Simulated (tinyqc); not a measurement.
Fitting sp3s* parameters to three gaps by Newton steps: sweeps and comparisons. A value that a table varies takes the place of the one given here.

sp3s* tight binding, nearest neighbours only: anion (a) at 0, cation (c) at a/4 (1,1,1), orbitals s, px, py, pz, s* on each; k in units of 2 pi/a. With phases e_j = exp(i (pi/2) k.n_j) for n = (1,1,1), (1,-1,-1), (-1,1,-1), (-1,-1,1): g0 = (e1+e2+e3+e4)/4, g1 = (e1+e2-e3-e4)/4, g2 = (e1-e2+e3-e4)/4, g3 = (e1-e2-e3+e4)/4. The diagonal holds the levels Esa, Epa, Exa (s*) and Esc, Epc, Exc. Anion-cation block: <sa|sc> = Vss g0; <sa|xc> = Vsapc g1; <xa|sc> = -Vscpa g1; <xa|xc> = Vxx g0; <xa|yc> = <ya|xc> = Vxy g3, <xa|zc> = <za|xc> = Vxy g2, <ya|zc> = <za|yc> = Vxy g1; <s*a|xc> = Vxapc g1; <xa|s*c> = -Vpaxc g1; y and z take g2 and g3 in place of g1; s-s* and s*-s* vanish.

Gaps are level 5 at Gamma, X = (1,0,0) and L = (1/2,1/2,1/2) less level 4 at Gamma; no spin-orbit coupling. Free parameters: Vss, Vsapc and Vpaxc. H is linear in them, so by Hellmann-Feynman J_ij = <u|dH/dp_j|u> for level 5 at point i less the same for level 4 at Gamma. Newton: p(new) = p + J^-1 (target - gaps); stop when all misses are below 1e-7 eV.

Constants: hbar^2/2m0 = 3.80998211 eV angstrom^2.

Inputs chosen for the exercise (out of a larger set: near a published set for AlAs, fitted to gaps, whose masses and valley positions are rough; not measured data): p = (-7.562, 0.981, -1.17, 3.57, 7.456, 6.72, -6.687, 1.88, 4.319, 5.085, 5.529, 4.509, 5.018) eV (start, order Esa, Epa, Esc, Epc, Exa, Exc, Vss, Vxx, Vxy, Vsapc, Vscpa, Vxapc, Vpaxc); tg = (3.123, 2.4114, 2.7961) eV (target gaps at Gamma, X, L); a = 5.659 angstrom (lattice constant).

## Equal gaps, different models

The same three targets are met with other triples of free parameters (those for which Newton converges within 3 eV of the start). Not fitted: level 5 at K = (3/4,3/4,0) above Ev, the spacing of levels 6 and 5 at X, the depth of level 2 at X below Ev, the valence width at Gamma, and the mass c q^2/(E(q) - E(0)) of level 5 along [100], q = 0.002 (2 pi/a), c = hbar^2/2m0.

Unfitted results:

| free parameters | largest change (eV) | K (eV) | X spacing (eV) | level 2 at X (eV) | valence width (eV) | mass (m0) |
|---|---|---|---|---|---|---|
| start | 0.000 | 2.334 | 0.407 | 6.565 | 11.770 | 0.2925 |
| Vss, Vxapc, Vpaxc | 0.805 | 2.461 | 0.729 | 6.311 | 11.841 | 0.3050 |
| Esc, Vxapc, Vpaxc | 0.547 | 2.462 | 0.622 | 6.339 | 11.743 | 0.3016 |
| Vss, Vsapc, Vpaxc | 0.253 | 2.463 | 0.414 | 6.482 | 11.841 | 0.2969 |
| Esa, Vxapc, Vscpa | 0.245 | 2.462 | 0.412 | 6.769 | 11.596 | 0.2784 |
| Vss, Exa, Exc | 1.430 | 2.462 | 0.710 | 6.481 | 11.841 | 0.3050 |
| Esc, Vsapc, Exc | 0.253 | 2.463 | 0.345 | 6.514 | 11.743 | 0.2936 |

All fitted rows have the same three gaps, yet they spread by 2 meV at K, 384 meV in the X spacing, 458 meV in level 2 at X, 245 meV in the valence width and 9.0 % in the mass. The smallest change of parameters, 0.245 eV, is that of Esa, Vxapc, Vscpa. A fit fixes what it was given and leaves the rest to the choice of free parameters.

## How errors in the targets pass to the parameters

J:
```
            Vss    Vsapc     Vpaxc
Gamma  -0.90225  0.00000   0.00000
X       0.00000  0.51067   0.00000
L      -0.24526  0.33316  -0.07785
```

The gaps at Gamma, X and L of an sp3s* model are fitted with Vss, Vsapc and Vpaxc; J holds the derivatives of the gaps by these parameters at the start. The change of each parameter for +10 meV on one target is 10 J^-1, in meV.

Shifts (meV):

| target raised | Vss | Vsapc | Vpaxc |
|---|---|---|---|
| Gamma | -11.1 | 0.0 | 34.9 |
| X | 0.0 | 19.6 | 83.8 |
| L | 0.0 | 0.0 | -128.5 |

root sum of squares (meV): Vss 11.1, Vsapc 19.6, Vpaxc 157.3

Independent errors of 10 meV leave Vpaxc least certain (157 meV) and Vss best fixed (11.1 meV). The largest single entry, 128 meV, comes from the target at L.

(tinyqc, `OMP_NUM_THREADS=1 python tinyqc.py 1451314 1451315 out.jsonl`, Intel(R) Xeon(R) Processor @ 2.30GHz, 1 thread, shared host, about 0.1 s.)
